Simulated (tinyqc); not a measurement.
Sublattice potential against complex hopping: Haldane model. Computed by the program tinyqc. 

Honeycomb lattice:
```
parameter     value
t1 (eV)    2.000000
t2 (eV)    0.370000
phi (rad)  1.790000
```

H_AA = delta - 2 t2 sum cos(k.b + phi), H_BB = -delta - 2 t2 sum cos(k.b - phi), H_AB = -t1 (1 + exp(-i k.a1) + exp(-i k.a2)), b = a1, a2 - a1, -a2, m = 3 sqrt3 t2 sin(phi); the sign of the Chern number follows the orientation k1 then k2.

Gaps at the two valleys (eV) and Chern number of the lower band (12 x 12 mesh):
```
delta   gap 2|delta - m|  gap 2|delta + m|  Chern number
-3.378            10.509             3.003             0
-2.439             8.631             1.125             0
-1.126             6.005             1.501            -1
0.000              3.753             3.753            -1
0.751              2.251             5.255            -1
1.407              0.939             6.567            -1
2.346              0.939             8.445             0
3.753              3.753            11.259             0
```

Here |m| = 1.8766 eV. For |delta| < |m| the two valleys have masses of opposite sign and the Chern number is +/-1; one gap closes at |delta| = |m|, and beyond it the band is trivial.
